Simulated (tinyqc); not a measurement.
sp3s* tight binding: one step. Levels at this k. The numbers come from values chosen for the exercise (near a published set for GaSb, fitted to gaps, whose masses and valley positions are rough).

H(k) (eV), lower triangle (Hermitian):
```
                      sa                   xa                   ya                   za                  s*a
sa             -7.311000
xa                     0             0.854000
ya                     0                    0             0.854000
za                     0                    0                    0             0.854000
s*a                    0                    0                    0                    0             6.644000
sc   -3.111797-0.534949i   0.283970+3.344212i   0.858648+1.105992i   1.573667+0.603468i                    0
xc   -0.301871-3.555018i   0.794705+0.136618i  -1.395853-0.535280i  -0.761626-0.981022i  -0.304063-3.580831i
yc   -0.912773-1.175709i  -1.395853-0.535280i   0.794705+0.136618i  -0.251884-2.966339i  -0.919401-1.184246i
zc   -1.672864-0.641508i  -0.761626-0.981022i  -0.251884-2.966339i   0.794705+0.136618i  -1.685011-0.646166i
s*c                    0   0.256207+3.017248i   0.774698+0.997859i   1.419809+0.544467i                    0

            sc        xc        yc        zc       s*c
sc   -3.889000
xc           0  2.923000
yc           0         0  2.923000
zc           0         0         0  2.923000
s*c          0         0         0         0  6.002000
```

Problem. Diagonalise H, which belongs to k = (0.61, 0.28, 0.16) (2 pi/a). Four bands are filled (two electrons each); give the make-up of band 5, the lowest empty one.

Give: levels; weights of band 5; weight of band 5 on atom a.

Solution.

levels (eV): -10.5340  -5.7636  -1.8461  -1.5026  1.4350  1.9075  5.2799  5.5612  8.1968  10.0428

weights of band 5: s 0.358, p 0.403, s* 0.239

weight of band 5 on atom a = 0.449

The vertical gap at this k is 2.9375 eV; band 5 is mostly p-like.

Run: tinyqc, `OMP_NUM_THREADS=1 python tinyqc.py 1450678 1450679 out.jsonl`; Intel(R) Xeon(R) Processor @ 2.30GHz, one thread, shared host; about 0.08 s of CPU time with all checks.
